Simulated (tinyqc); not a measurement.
# Changing the density n2

Model: Hall effect and magnetoresistance of several carrier groups with constant relaxation times. Computed by tinyqc, a small Python program. Command: `OMP_NUM_THREADS=1 python tinyqc.py 3005958 3005959 out.jsonl hall2 sweep`. One thread of a shared host (Intel(R) Xeon(R) Processor @ 2.30GHz), about 0.01 s of CPU time with the checks.

Group 1 has charge +e and group 2 charge +e; s_i is that sign. B lies along z; mu B is formed with mu in m^2/(V s).

Inputs (values chosen for the exercise, for a model conductor):

| quantity | value | unit |
|---|---|---|
| density n1 | 3.8e+18 | 1/cm^3 |
| mobility mu1 | 29000 | cm^2/(V s) |
| mobility mu2 | 3100 | cm^2/(V s) |
| magnetic field B | 0.085 | T |

Carriers: light and heavy holes. Densities: per volume.

Constants: e = 1.602176634e-19 C.

Method:
- sigma_xx = sum n_i e mu_i/(1 + mu_i^2 B^2); sigma_xy = sum s_i n_i e mu_i^2 B/(1 + mu_i^2 B^2).
- rho_xx = sigma_xx/(sigma_xx^2 + sigma_xy^2); Hall coefficient R_H = sigma_xy/(B (sigma_xx^2 + sigma_xy^2)), with B in V s/cm^2 (1 T = 1e-4 V s/cm^2); magnetoresistance MR = rho_xx(B)/rho_xx(0) - 1. Apparent density 1/(e |R_H|); Hall mobility |R_H|/rho_xx.
- Weak field: R_H(0) = sum s_i n_i mu_i^2/(e (sum n_i mu_i)^2); MR = c B^2 with c = n1 n2 mu1 mu2 (s1 mu1 - s2 mu2)^2/(n1 mu1 + n2 mu2)^2. Strong field: R_H = 1/(e sum s_i n_i); rho_xx saturates at (n1/mu1 + n2/mu2)/(e (sum s_i n_i)^2).

One run for each value:

| density n2 (1/cm^3) | Hall coefficient R_H (cm^3/C) | R_H at weak field (cm^3/C) | magnetoresistance MR (%) | rho_xx (ohm cm) |
|---|---|---|---|---|
| 1.10e+17 | 1.633 | 1.633 | 0.015 | 5.647e-05 |
| 3.00e+17 | 1.617 | 1.617 | 0.040 | 5.619e-05 |
| 7.80e+17 | 1.576 | 1.576 | 0.102 | 5.548e-05 |
| 2.10e+18 | 1.473 | 1.474 | 0.255 | 5.362e-05 |
| 5.40e+18 | 1.256 | 1.258 | 0.553 | 4.944e-05 |
| 1.40e+19 | 0.877 | 0.881 | 0.975 | 4.103e-05 |
| 3.70e+19 | 0.433 | 0.438 | 1.188 | 2.808e-05 |
| 9.70e+19 | 0.150 | 0.153 | 0.919 | 1.533e-05 |
| 2.50e+20 | 0.044 | 0.045 | 0.504 | 7.086e-06 |
| 6.70e+20 | 0.012 | 0.013 | 0.220 | 2.860e-06 |

Over the rows, Hall coefficient R_H (cm^3/C) falls from 1.63 to 0.0124 (exponent d ln y / d ln x -0.010 between the first rows and -1.3 between the last); R_H at weak field (cm^3/C) falls from 1.63 to 0.0126 (exponent d ln y / d ln x -0.010 between the first rows and -1.3 between the last); magnetoresistance MR (%) goes from 0.0149 through a maximum among these rows, 1.19 at 3.70e19, to 0.220. Both groups have one sign, so R_H cannot pass zero.

Extremes, crossings and ranges named in words are read from the listed rows.
